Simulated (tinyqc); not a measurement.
# Permittivity and interlayer from two capacitances

Question. A two-layer stack has Cox = eps0/(t1/e1 + t2/e2) and EOT = 3.9 eps0/Cox. Find e2, the EOT of layer 1 and, with e1 given, t1.

Inputs (values chosen for the exercise): relative permittivity of layer 1 e1 = 3.77.

Constants: eps0 = 8.8541878128e-14 F/cm where lengths are in cm. Results are converted to the units shown.

Cox at t2 = 1.8 and 8.5 nm (uF/cm^2): [1.6619887, 1.0574791]

Solution. EOT is linear in t2 with slope 3.9/e2, and its intercept is the EOT of layer 1.

e2 = 22.0
EOT of layer 1 = 1.76 nm
t1 = 1.70 nm

Program tinyqc, `OMP_NUM_THREADS=1 python tinyqc.py 2010023 2010024 out.jsonl`; Intel Xeon 2.30GHz, shared host, one thread, about 0.01 s.
